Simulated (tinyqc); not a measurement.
Minority carriers and saturation current of a heavily doped emitter: one step of the calculation.

n-type, parabolic bands, full ionisation. eta = (EF - Ec)/kB T solves N = Nc F12(eta), F12(x) = (2/sqrt(pi)) int_0^infinity sqrt(u)/(1 + exp(u - x)) du. The gap shrinks rigidly by dEg = E1 [ln(N/N0) + sqrt(ln^2(N/N0) + 0.5)], an empirical law that is here taken as the true narrowing.

Question. Fermi level. Newton step on ln F12(eta) = ln(N/Nc): eta(new) = eta - ln(Nc F12/N) F12/Fm, Fm(x) = dF12/dx = (1/sqrt(pi)) int_0^infinity u^(-1/2)/(1 + exp(u - x)) du.

Parameters, values chosen for the exercise: conduction-band density of states at 250 K Nc = 7.99e18 cm^-3; ionised donor density N = 3.1e19 cm^-3.

eta at the start (Boltzmann value) = 1.3558

Give: F12; Fm; eta after iteration 1.

Answer.

F12 = 1.969
Fm = 1.186
eta after iteration 1 = 2.482

Range of the model: Band tails, non-parabolic bands and incomplete ionisation are left out.

Computed by the program tinyqc: `OMP_NUM_THREADS=1 python tinyqc.py 2330145 2330146 out.jsonl`, one thread of a shared Intel Xeon 2.30GHz, about 0.01 s for the whole run.
